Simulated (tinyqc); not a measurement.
Inside a calculation: three-level Kane dispersion of a narrow-gap semiconductor. Values are carried at full precision from step to step, so a last printed digit may differ when a step is redone from the rounded ones.

Zero of energy at Gamma8, c = hbar^2/2m0, P^2 = Ep c. The free-electron term and remote bands are left out, so the heavy holes are flat at E = 0 and the other three bands obey E (E - Eg)(E + Dso) = P^2 k^2 (E + 2 Dso/3). The conduction band is the highest root; its edge is Ec = max(Eg, 0).

Constants: hbar^2/2m0 = 3.80998211 eV angstrom^2; hbar = 6.58211957e-16 eV s; e^2/(4 pi eps0) = 14.39964547 eV angstrom; muB = 5.788381798e-05 eV/T.

Parameters, chosen for this exercise (near those of InSb; not measured data): Eg = 0.226 eV (E(Gamma6) - E(Gamma8)); Dso = 0.79 eV (spin-orbit splitting); Ep = 24.2 eV (Kane energy); k = 0.038 1/angstrom (wave vector); n = 1.7e+16 cm^-3 (electron density); eps = 15.3 (high-frequency dielectric constant); B = 0.8 T (magnetic field).

## The three bands at one k

Expand the equation into E^3 + a2 E^2 + a1 E + a0 = 0 and give its roots; compare with the two-level form (Dso to infinity) E = Eg/2 +/- sqrt(Eg^2/4 + (2/3) P^2 k^2).

P^2 k^2 = 0.133139 eV^2

a2, a1, a0: 0.564000  -0.311679  -0.070120

roots (eV): -0.8364  -0.1838  0.4562

two-level form (eV): -0.2056  0.4316

The two-level form misses the highest root by -24.5 meV. The order is normal: Gamma6 forms the conduction band.

## Mass at the edge and limiting velocity

m0* = Eg (Eg + Dso)/(Ep (Eg + 2 Dso/3)). In the two-level form the velocity tends to v = sqrt(2/3) P/hbar, and |Eg| = 2 m v^2 with m = 3 |Eg|/(2 Ep), as for a relativistic particle. 1 angstrom = 1e-10 m.

m0* = 0.01261 m0
P = 9.6022 eV angstrom
v = 1.191e+06 m/s
k at which the linear part sets in, |Eg|/(2 hbar v) = 0.01441 1/angstrom

## Fermi level and mass at a given density

Degenerate electrons at T = 0: kF = (3 pi^2 n)^(1/3), 1 cm^-3 = 1e-24 angstrom^-3; EF is the highest root at kF. The momentum (cyclotron, optical) mass is m(E) = hbar^2 k/(dE/dk) = c d(k^2)/dE with d(k^2)/dE = k^2 [1/E + 1/(E - Eg) + 1/(E + Dso) - 1/(E + 2 Dso/3)]; the density of states is k d(k^2)/dE/(2 pi^2).

Edge mass m0* = Eg (Eg + Dso)/(Ep (Eg + 2 Dso/3)).

Compare EF - Ec with the parabolic value c kF^2/m0*.

kF = 0.00795 1/angstrom
EF - Ec = 0.0178 eV
parabolic value = 0.0191 eV
m(EF) = 0.01443 m0
m(EF)/m0* = 1.145
density of states at EF = 1.526e+18 1/(eV cm^3)

The parabola overstates EF - Ec by a factor of 1.07; (EF - Ec)/|Eg| = 0.08, and the two-level rule 1 + 2 (EF - Ec)/|Eg| = 1.158 estimates the mass ratio.

## Plasma and cyclotron energies

hbar wp = sqrt(8 pi c (e^2/4 pi eps0) n/(eps m)), hbar wc = 2 muB B/m (classical limit), with m = m(EF) and, for comparison, the edge mass; n in angstrom^-3.

hbar wp with m(EF), with m0* (meV): 10.30  11.02

hbar wc with m(EF), with m0* (meV): 6.42  7.35

hbar wc is not small against EF - Ec = 17.8 meV, so fewer than ten Landau levels are filled and the classical value is only a guide.

## Checks

- Roots of the cubic against the 8 x 8 Kane matrix without remote terms: they agree to 1e-10 or better.
- m(E) near the edge against m0*: both 0.01261.

Program tinyqc; command `OMP_NUM_THREADS=1 python tinyqc.py 1080417 1080418 out.jsonl`; about 0.01 s on one thread of a shared Intel(R) Xeon(R) Processor @ 2.30GHz.
